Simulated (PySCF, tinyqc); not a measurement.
RHF in the sto-3g basis, for H6, spin multiplicity 1, step by step (part 1 of 2). The lowest restricted solution is unstable here: a spin-polarised one lies 0.0238 hartree lower (PySCF). Computed by tinyqc, a small Python program that keeps every step (integrals from PySCF). Settings: charge = 0, multiplicity = 1, basis = sto-3g, energy threshold = 1e-08, iteration cap = 80, orthogonalisation = symmetric, start = random, DIIS depth = 3, method = RHF. Command: `OMP_NUM_THREADS=1 python tinyqc.py 27093 27094 out.jsonl` (the two numbers bound the seeds that draw the settings). One thread of a shared host (Intel(R) Xeon(R) Processor @ 2.60GHz), about 0.05 s of CPU time with the checks. Later iterations appear only in the table of the cycle.

## One-electron integrals

Geometry (angstrom):
```
atom         x         y         z
H     0.000000  0.000000  0.000000
H     0.000000  0.000000  1.104000
H     0.000000  0.000000  2.132000
H     0.000000  0.000000  3.236000
H     0.000000  0.000000  4.263000
H     0.000000  0.000000  5.368000
```

Basis sto-3g: exponents (1/bohr^2) and contraction coefficients of normalised primitives:
```
element  l (shell)  exponent  coefficient
H            s (1)  3.425251     0.154329
H            s (1)  0.623914     0.535328
H            s (1)  0.168855     0.444635
```

Overlap, kinetic and nuclear-attraction integrals over the contracted functions; the nuclear repulsion is the sum of Za Zb / Rab.

nuclear repulsion = 4.30190745 hartree

overlap S, lower triangle:
```
          1H 1s     2H 1s     3H 1s     4H 1s     5H 1s     6H 1s
1H 1s  1.000000
2H 1s  0.437398  1.000000
3H 1s  0.095618  0.480140  1.000000
4H 1s  0.010956  0.095618  0.437398  1.000000
5H 1s  0.000889  0.012979  0.095781  0.480719  1.000000
6H 1s  0.000034  0.000887  0.010956  0.095618  0.436852  1.000000
```

kinetic energy T (hartree), lower triangle:
```
           1H 1s      2H 1s      3H 1s      4H 1s     5H 1s     6H 1s
1H 1s   0.760032
2H 1s   0.077143   0.760032
3H 1s  -0.011191   0.101251   0.760032
4H 1s  -0.004763  -0.011191   0.077143   0.760032
5H 1s  -0.000677  -0.005340  -0.011186   0.101599  0.760032
6H 1s  -0.000042  -0.000676  -0.004763  -0.011191  0.076856  0.760032
```

nuclear attraction V (hartree), lower triangle:
```
           1H 1s      2H 1s      3H 1s      4H 1s      5H 1s      6H 1s
1H 1s  -2.330562
2H 1s  -1.014129  -2.736532
3H 1s  -0.219548  -1.242115  -2.856720
4H 1s  -0.024729  -0.232971  -1.139782  -2.857035
5H 1s  -0.001990  -0.030231  -0.233401  -1.243941  -2.736722
6H 1s  -0.000075  -0.001985  -0.024730  -0.219542  -1.012632  -2.330146
```

core Hamiltonian H = T + V (hartree), lower triangle:
```
           1H 1s      2H 1s      3H 1s      4H 1s      5H 1s      6H 1s
1H 1s  -1.570530
2H 1s  -0.936985  -1.976500
3H 1s  -0.230739  -1.140864  -2.096688
4H 1s  -0.029492  -0.244163  -1.062639  -2.097003
5H 1s  -0.002667  -0.035571  -0.244588  -1.142342  -1.976690
6H 1s  -0.000117  -0.002661  -0.029493  -0.230733  -0.935775  -1.570114
```

## Two-electron integrals

Functions are numbered as in S; the eight-fold symmetry (ij|kl) = (ji|kl) = (kl|ij) leaves the list below.

Two-electron integrals (ij|kl) in chemists' order, unique and non-zero (hartree):
```
(11|11) 0.774606   (21|11) 0.263914   (21|21) 0.119359   (22|11) 0.445500
(22|21) 0.263914   (22|22) 0.774606   (31|11) 0.043283   (31|21) 0.021786
(31|22) 0.055721   (31|31) 0.004619   (32|11) 0.156786   (32|21) 0.094406
(32|22) 0.296561   (32|31) 0.023851   (32|32) 0.146603   (33|11) 0.247698
(33|21) 0.146235   (33|22) 0.469016   (33|31) 0.043283   (33|32) 0.296561
(33|33) 0.774606   (41|11) 0.003673   (41|21) 0.002012   (41|22) 0.005630
(41|31) 0.000477   (41|32) 0.002725   (41|33) 0.005630   (41|41) 0.000055
(42|11) 0.024170   (42|21) 0.014069   (42|22) 0.043283   (42|31) 0.003763
(42|32) 0.023851   (42|33) 0.055721   (42|41) 0.000477   (42|42) 0.004619
(43|11) 0.086928   (43|21) 0.048499   (43|22) 0.146235   (43|31) 0.014069
(43|32) 0.094406   (43|33) 0.263914   (43|41) 0.002012   (43|42) 0.021786
(43|43) 0.119359   (44|11) 0.163525   (44|21) 0.086928   (44|22) 0.247698
(44|31) 0.024170   (44|32) 0.156786   (44|33) 0.445500   (44|41) 0.003673
(44|42) 0.043283   (44|43) 0.263914   (44|44) 0.774606   (51|11) 0.000225
(51|21) 0.000128   (51|22) 0.000379   (51|31) 0.000034   (51|32) 0.000209
(51|33) 0.000484   (51|41) 4.24e-06   (51|42) 0.000040   (51|43) 0.000188
(51|44) 0.000366   (51|51) 3.58e-07   (52|11) 0.002643   (52|21) 0.001482
(52|22) 0.004447   (52|31) 0.000409   (52|32) 0.002633   (52|33) 0.006634
(52|41) 0.000055   (52|42) 0.000570   (52|43) 0.002930   (52|44) 0.006633
(52|51) 0.000005   (52|52) 0.000077   (53|11) 0.016153   (53|21) 0.008689
(53|22) 0.025123   (53|31) 0.002430   (53|32) 0.015781   (53|33) 0.043368
(53|41) 0.000350   (53|42) 0.003868   (53|43) 0.021827   (53|44) 0.055822
(53|51) 0.000034   (53|52) 0.000571   (53|53) 0.004636   (54|11) 0.068096
(54|21) 0.035185   (54|22) 0.096835   (54|31) 0.009379   (54|32) 0.058345
(54|33) 0.157016   (54|41) 0.001372   (54|42) 0.015773   (54|43) 0.094548
(54|44) 0.297009   (54|51) 0.000138   (54|52) 0.002636   (54|53) 0.023924
(54|54) 0.146994   (55|11) 0.124133   (55|21) 0.062644   (55|22) 0.167510
(55|31) 0.016129   (55|32) 0.096738   (55|33) 0.247812   (55|41) 0.002264
(55|42) 0.025087   (55|43) 0.146319   (55|44) 0.469335   (55|51) 0.000225
(55|52) 0.004447   (55|53) 0.043368   (55|54) 0.297009   (55|55) 0.774606
(61|11) 0.000007   (61|21) 3.69e-06   (61|22) 0.000011   (61|31) 1.02e-06
(61|32) 0.000007   (61|33) 0.000017   (61|41) 1.41e-07   (61|42) 1.47e-06
(61|43) 0.000008   (61|44) 0.000017   (61|51) 1.30e-08   (61|52) 2.00e-07
(61|53) 1.48e-06   (61|54) 0.000007   (61|55) 0.000011   (62|11) 0.000147
(62|21) 0.000078   (62|22) 0.000224   (62|31) 0.000022   (62|32) 0.000137
(62|33) 0.000366   (62|41) 3.07e-06   (62|42) 0.000034   (62|43) 0.000187
(62|44) 0.000483   (62|51) 2.94e-07   (62|52) 4.99e-06   (62|53) 0.000040
(62|54) 0.000208   (62|55) 0.000378   (62|61) 1.29e-08   (62|62) 3.56e-07
(63|11) 0.001571   (63|21) 0.000816   (63|22) 0.002263   (63|31) 0.000219
(63|32) 0.001370   (63|33) 0.003673   (63|41) 0.000031   (63|42) 0.000350
(63|43) 0.002012   (63|44) 0.005630   (63|51) 3.08e-06   (63|52) 0.000055
(63|53) 0.000478   (63|54) 0.002728   (63|55) 0.005631   (63|61) 1.41e-07
(63|62) 4.23e-06   (63|63) 0.000055   (64|11) 0.011884   (64|21) 0.006010
(64|22) 0.016123   (64|31) 0.001554   (64|32) 0.009366   (64|33) 0.024170
(64|41) 0.000219   (64|42) 0.002426   (64|43) 0.014069   (64|44) 0.043283
(64|51) 0.000022   (64|52) 0.000409   (64|53) 0.003769   (64|54) 0.023879
(64|55) 0.055720   (64|61) 1.02e-06   (64|62) 0.000034   (64|63) 0.000477
(64|64) 0.004619   (65|11) 0.048130   (65|21) 0.023874   (65|22) 0.062557
(65|31) 0.006004   (65|32) 0.035100   (65|33) 0.086837   (65|41) 0.000815
(65|42) 0.008663   (65|43) 0.048451   (65|44) 0.146098   (65|51) 0.000079
(65|52) 0.001480   (65|53) 0.014075   (65|54) 0.094402   (65|55) 0.263504
(65|61) 3.69e-06   (65|62) 0.000127   (65|63) 0.002010   (65|64) 0.021760
(65|65) 0.119032   (66|11) 0.098580   (66|21) 0.048185   (66|22) 0.124103
(66|31) 0.011884   (66|32) 0.068005   (66|33) 0.163525   (66|41) 0.001571
(66|42) 0.016123   (66|43) 0.086928   (66|44) 0.247698   (66|51) 0.000147
(66|52) 0.002642   (66|53) 0.024205   (66|54) 0.156927   (66|55) 0.445200
(66|61) 0.000007   (66|62) 0.000224   (66|63) 0.003673   (66|64) 0.043283
(66|65) 0.263504   (66|66) 0.774606
```

## Orthogonalisation

S = U s U^T; symmetric (Loewdin) form X = U s^(-1/2) U^T, so that X^T S X = 1.

eigenvalues of S: 0.292569  0.429437  0.710794  1.054950  1.546226  1.966024

X, lower triangle:
```
           1H 1s      2H 1s      3H 1s      4H 1s      5H 1s     6H 1s
1H 1s   1.089303
2H 1s  -0.274691   1.214912
3H 1s   0.051400  -0.330614   1.221636
4H 1s  -0.007955   0.056524  -0.302674   1.221988
5H 1s   0.001565  -0.010215   0.056566  -0.331093   1.214989
6H 1s  -0.000270   0.001561  -0.007943   0.051397  -0.274311  1.089055
```

## Starting guess

The start is random orthonormal orbitals; D = 2 C_occ C_occ^T.

D at the start, lower triangle:
```
           1H 1s      2H 1s      3H 1s      4H 1s      5H 1s     6H 1s
1H 1s   0.914492
2H 1s  -0.124535   1.760845
3H 1s  -1.056629  -0.451834   1.731409
4H 1s   0.546873  -1.120264  -0.560894   1.221089
5H 1s   0.301457   0.217869   0.460066  -0.811149   2.757283
6H 1s   0.090503  -0.123568  -0.633844   0.649728  -1.643593  1.064110
```

## Iteration 1: building the Fock matrix

J_ij = sum D_kl (ij|kl), K_ij = sum D_kl (ik|jl); F = H + J - 0.5 K; E = tr D H + tr D J / 2 - 0.25 tr D K + E_nn.

Coulomb J (hartree), lower triangle:
```
          1H 1s     2H 1s     3H 1s     4H 1s     5H 1s     6H 1s
1H 1s  1.882886
2H 1s  0.924505  2.454054
3H 1s  0.208055  1.162996  2.513782
4H 1s  0.023868  0.219163  1.029021  2.398520
5H 1s  0.001924  0.028673  0.217002  1.134015  2.424342
6H 1s  0.000072  0.001884  0.023163  0.198211  0.861561  1.669863
```

exchange K (hartree), lower triangle:
```
           1H 1s      2H 1s      3H 1s     4H 1s     5H 1s     6H 1s
1H 1s   0.748910
2H 1s   0.411136   1.095364
3H 1s  -0.095391   0.373491   0.913453
4H 1s  -0.054373  -0.131558   0.257368  0.730066
5H 1s   0.034613  -0.027450   0.085752  0.546133  1.215376
6H 1s   0.015834  -0.030670  -0.049101  0.049126  0.092091  0.309545
```

Fock matrix F (hartree), lower triangle:
```
           1H 1s      2H 1s      3H 1s      4H 1s      5H 1s      6H 1s
1H 1s  -0.062099
2H 1s  -0.218049  -0.070128
3H 1s   0.025012  -0.164614  -0.039632
4H 1s   0.021563   0.040779  -0.162301  -0.063516
5H 1s  -0.018050   0.006827  -0.070462  -0.281394  -0.160036
6H 1s  -0.007962   0.014559   0.018221  -0.057086  -0.120260  -0.055024
```

total energy of this density = -0.81276735 hartree

## Iteration 1: diagonalisation and new density

Diagonalise F' = X^T F X, C = X C', fill 3 alpha and 3 beta electrons from the bottom; D = 2 C_occ C_occ^T. Each column has its largest component positive (the first on a tie).

F' = X^T F X (hartree), lower triangle:
```
           1          2          3          4          5          6
1   0.058725
2  -0.297226   0.180186
3   0.159755  -0.298508   0.196828
4  -0.022462   0.176177  -0.275270   0.224502
5  -0.019944  -0.020487   0.051178  -0.355918   0.044840
6  -0.006842   0.013437   0.022395   0.039554  -0.117210  -0.004510
```

orbital energies (hartree): MO1 -0.289208, MO2 -0.202114, MO3 -0.100735, MO4 0.037901, MO5 0.385792, MO6 0.868934

coefficients C:
```
             MO1        MO2        MO3        MO4        MO5        MO6
1H 1s  -0.131213   0.509708  -0.417205  -0.447252  -0.604247   0.498512
2H 1s  -0.214698   0.574872   0.090254   0.211763   0.638967  -0.908973
3H 1s   0.170241   0.151476   0.611363   0.458277  -0.184438   1.014638
4H 1s   0.477748  -0.017493   0.112870  -0.226577  -0.722457  -0.941179
5H 1s   0.580599   0.182665  -0.196936  -0.376931   0.890203   0.566207
6H 1s   0.038543  -0.015872  -0.571364   0.862236  -0.403505  -0.171852
```

D after iteration 1, lower triangle:
```
           1H 1s      2H 1s      3H 1s      4H 1s     5H 1s     6H 1s
1H 1s   0.902158
2H 1s   0.567067   0.769438
3H 1s  -0.400386   0.211415   0.851384
4H 1s  -0.237386  -0.204881   0.295374   0.482578
5H 1s   0.198173  -0.074837   0.012222   0.503913  0.818490
6H 1s   0.450456  -0.137936  -0.690307  -0.091597  0.264003  0.656388
```

## Iteration 2: building the Fock matrix

As before.

Coulomb J (hartree), lower triangle:
```
          1H 1s     2H 1s     3H 1s     4H 1s     5H 1s     6H 1s
1H 1s  1.958112
2H 1s  0.916145  2.305994
3H 1s  0.201116  1.090028  2.350742
4H 1s  0.022844  0.207892  0.979738  2.281071
5H 1s  0.001835  0.027256  0.205097  1.054902  2.199572
6H 1s  0.000069  0.001797  0.022033  0.189435  0.837774  1.718387
```

exchange K (hartree), lower triangle:
```
           1H 1s      2H 1s      3H 1s     4H 1s     5H 1s     6H 1s
1H 1s   1.066275
2H 1s   0.734420   1.169963
3H 1s   0.163586   0.657833   1.082508
4H 1s  -0.014819   0.150999   0.598746  1.031558
5H 1s   0.016272   0.014303   0.186234  0.758625  1.202174
6H 1s   0.034174  -0.035826  -0.062444  0.181554  0.592324  0.756451
```

Fock matrix F (hartree), lower triangle:
```
           1H 1s      2H 1s      3H 1s      4H 1s      5H 1s      6H 1s
1H 1s  -0.145555
2H 1s  -0.388051  -0.255487
3H 1s  -0.111417  -0.379752  -0.287200
4H 1s   0.000762  -0.111769  -0.382273  -0.331711
5H 1s  -0.008968  -0.015466  -0.132608  -0.466753  -0.378205
6H 1s  -0.017135   0.017049   0.023762  -0.132075  -0.394163  -0.229953
```

total energy of this density = -2.90672852 hartree

## Iteration 2: DIIS over 2 matrices

error matrix X^T (FDS - SDF) X:
```
           1          2          3          4          5         6
1   0.000000  -0.050934   0.012583   0.005157   0.093352  0.158507
2   0.050934   0.000000   0.064317   0.020903  -0.181115  0.009872
3  -0.012583  -0.064317   0.000000   0.153630  -0.196967  0.032648
4  -0.005157  -0.020903  -0.153630   0.000000  -0.101453  0.227979
5  -0.093352   0.181115   0.196967   0.101453   0.000000  0.079339
6  -0.158507  -0.009872  -0.032648  -0.227979  -0.079339  0.000000
```

B (overlaps of the stored error matrices):
```
               1              2
1  1.9273374e+00  6.7429148e-01
2  6.7429148e-01  4.1223549e-01
```

Minimise |sum c_i e_i|^2 with sum c_i = 1: solve [B -1; -1 0][c; lambda] = [0; -1] with B_ij = tr e_i^T e_j, and take F = sum c_i F_i.

DIIS coefficients: -0.264439  1.264439

extrapolated F (hartree), lower triangle:
```
           1H 1s      2H 1s      3H 1s      4H 1s      5H 1s      6H 1s
1H 1s  -0.167624
2H 1s  -0.433006  -0.304503
3H 1s  -0.147493  -0.436643  -0.352666
4H 1s  -0.004739  -0.152109  -0.440443  -0.402632
5H 1s  -0.006567  -0.021362  -0.149042  -0.515769  -0.435898
6H 1s  -0.019561   0.017708   0.025227  -0.151905  -0.466594  -0.276211
```

## Iteration 2: diagonalisation and new density

As before.

F' = X^T F X (hartree), lower triangle:
```
           1          2          3          4          5          6
1   0.031884
2  -0.458385   0.106858
3   0.058673  -0.452089   0.043114
4   0.014856   0.049888  -0.437524   0.020847
5  -0.004399  -0.007819   0.063653  -0.506526  -0.015850
6  -0.024342   0.015881   0.041295   0.064004  -0.437158  -0.085817
```

orbital energies (hartree): MO1 -0.724596, MO2 -0.556212, MO3 -0.291351, MO4 0.148564, MO5 0.589407, MO6 0.935225

coefficients C:
```
            MO1        MO2        MO3        MO4        MO5        MO6
1H 1s  0.082991   0.282731   0.515699  -0.564766  -0.624886   0.450034
2H 1s  0.168714   0.446502   0.309070   0.149061   0.776232  -0.846147
3H 1s  0.274843   0.358826  -0.341759   0.596534  -0.257623   0.977702
4H 1s  0.426513  -0.033923  -0.430005  -0.419891  -0.528447  -0.936405
5H 1s  0.436349  -0.347409   0.138147  -0.341070   0.828667   0.728820
6H 1s  0.200996  -0.338835   0.513685   0.656284  -0.542068  -0.346941
```

D after iteration 2, lower triangle:
```
           1H 1s      2H 1s      3H 1s      4H 1s     5H 1s     6H 1s
1H 1s   0.705541
2H 1s   0.599259   0.646707
3H 1s  -0.103967   0.201919   0.642188
4H 1s  -0.391896  -0.152180   0.504019   0.735937
5H 1s   0.018463  -0.077608  -0.103890   0.276980  0.660355
6H 1s   0.371578   0.082771  -0.483794  -0.247331  0.552765  0.838162
```

## Iteration 3: building the Fock matrix

As before.

Coulomb J (hartree), lower triangle:
```
          1H 1s     2H 1s     3H 1s     4H 1s     5H 1s     6H 1s
1H 1s  1.806452
2H 1s  0.856302  2.174473
3H 1s  0.190502  1.043796  2.292297
4H 1s  0.022056  0.204547  0.986617  2.348382
5H 1s  0.001802  0.027235  0.207778  1.076963  2.247204
6H 1s  0.000069  0.001824  0.022590  0.196892  0.887721  1.892467
```

exchange K (hartree), lower triangle:
```
           1H 1s      2H 1s      3H 1s     4H 1s     5H 1s     6H 1s
1H 1s   0.939796
2H 1s   0.712723   1.098118
3H 1s   0.203876   0.637067   1.049172
4H 1s  -0.021410   0.173337   0.680950  1.144041
5H 1s  -0.008277   0.017875   0.185947  0.688067  1.132061
6H 1s   0.028945  -0.008233  -0.036797  0.178375  0.710624  1.009761
```

Fock matrix F (hartree), lower triangle:
```
           1H 1s      2H 1s      3H 1s      4H 1s      5H 1s      6H 1s
1H 1s  -0.233976
2H 1s  -0.437045  -0.351086
3H 1s  -0.142176  -0.415602  -0.328977
4H 1s   0.003269  -0.126284  -0.416497  -0.320642
5H 1s   0.003273  -0.017274  -0.129783  -0.409413  -0.295516
6H 1s  -0.014520   0.003280   0.011496  -0.123029  -0.403366  -0.182528
```

total energy of this density = -3.05449838 hartree

## Iteration 3: DIIS over 3 matrices

error matrix X^T (FDS - SDF) X:
```
           1          2          3          4          5          6
1   0.000000   0.008741  -0.016126   0.027807   0.029773  -0.032015
2  -0.008741   0.000000  -0.018832   0.022655   0.009646  -0.006558
3   0.016126   0.018832   0.000000  -0.032085  -0.065346   0.034903
4  -0.027807  -0.022655   0.032085   0.000000  -0.031326   0.069269
5  -0.029773  -0.009646   0.065346   0.031326   0.000000   0.009252
6   0.032015   0.006558  -0.034903  -0.069269  -0.009252   0.000000
```

B (overlaps of the stored error matrices), lower triangle:
```
               1              2              3
1  1.9273374e+00
2  6.7429148e-01  4.1223549e-01
3  2.8424269e-02  4.6871973e-02  3.2816036e-02
```

As before.

DIIS coefficients: 0.038683  -0.109580  1.070897

extrapolated F (hartree), lower triangle:
```
           1H 1s      2H 1s      3H 1s      4H 1s      5H 1s      6H 1s
1H 1s  -0.237017
2H 1s  -0.433943  -0.350693
3H 1s  -0.139079  -0.409821  -0.322362
4H 1s   0.004252  -0.121412  -0.410414  -0.309483
5H 1s   0.003790  -0.016539  -0.127179  -0.398178  -0.281214
6H 1s  -0.013980   0.002207   0.010412  -0.119487  -0.393423  -0.172399
```

## Iteration 3: diagonalisation and new density

As before.

F' = X^T F X (hartree), lower triangle:
```
           1          2          3          4          5         6
1  -0.053128
2  -0.423230   0.020398
3   0.054242  -0.412535   0.054389
4   0.015131   0.074030  -0.435710   0.071825
5   0.004773  -0.010452   0.065823  -0.426009   0.095453
6  -0.016809   0.001345   0.021050   0.069240  -0.414272  0.006064
```

orbital energies (hartree): MO1 -0.622293, MO2 -0.496604, MO3 -0.279200, MO4 0.153092, MO5 0.532608, MO6 0.907397

coefficients C:
```
            MO1        MO2        MO3        MO4        MO5        MO6
1H 1s  0.232856  -0.343304   0.458528   0.635536  -0.600035  -0.344194
2H 1s  0.380323  -0.387543   0.195317  -0.328718   0.845332   0.713055
3H 1s  0.395370  -0.048825  -0.449207  -0.473632  -0.476761  -0.941861
4H 1s  0.326109   0.305191  -0.375183   0.518670  -0.279423   1.006500
5H 1s  0.211724   0.441228   0.291228   0.236974   0.763483  -0.837250
6H 1s  0.090444   0.298727   0.526398  -0.590961  -0.599584   0.425142
```

D after iteration 3, lower triangle:
```
           1H 1s      2H 1s      3H 1s      4H 1s     5H 1s     6H 1s
1H 1s   0.764654
2H 1s   0.622327   0.665968
3H 1s  -0.194296   0.163105   0.720977
4H 1s  -0.401737  -0.135055   0.565135   0.680501
5H 1s   0.062724  -0.067179  -0.137310   0.188880  0.648647
6H 1s   0.319749   0.042886  -0.430576  -0.153664  0.608516  0.749026
```
